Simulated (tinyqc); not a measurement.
Anisotropic wet etching of Si(100): plane rates, V-grooves, membranes and undercut: one step, computed by the program tinyqc.

A long slot opens the mask on a (100) wafer. The floor etches at R100; (111) walls stand at theta = arctan(sqrt2) = 54.7356 degrees to the surface and recede at R111 along their normal.

Task: Designing a membrane from the back side. Etch depth d - membrane, time = depth/R100; for a membrane as wide as w the opening must be w + sqrt2 depth - 2 u time; oxide mask consumed R_ox x time; a 1 K error changes the depth by the fraction E/(k_B T^2); a convex mask corner, such as that of a mesa, would retreat by c x depth.

Inputs (values chosen for the exercise, close to those used for potassium hydroxide solutions):

| quantity | value | unit |
|---|---|---|
| activation energy of (100), E | 0.591 | eV |
| corner undercut rate over (100) rate, c | 1.6 | - |
| bath temperature T | 55 | C |
| width w (mask opening along <110>, or membrane width in the design step) | 13 | um |
| wafer thickness d | 380 | um |
| membrane thickness wanted | 30 | um |

R100 = 0.4442290 um/min

lateral rate u = 0.003929282 um/min

R_ox = 0.001412329 um/min

Constants: k_B = 8.617333262e-05 eV/K.

Give: time to reach the membrane; opening needed; oxide consumed; depth error per kelvin; retreat of a convex corner.

Result:

time to reach the membrane = 787.9 min

opening needed = 501.8 um

oxide consumed = 1113 nm

depth error per kelvin = 22.29 um

retreat of a convex corner = 560 um

The error per kelvin is 74 % of the membrane, so a timed etch cannot hold it and an etch stop is needed. The oxide loss calls for a nitride mask. A corner retreat larger than the depth shows why mesas need compensation structures. Caution: the remaining silicon is too narrow for its thickness to act as a membrane. Caution: rates also depend on concentration, doping, additives and stirring, all held fixed here.
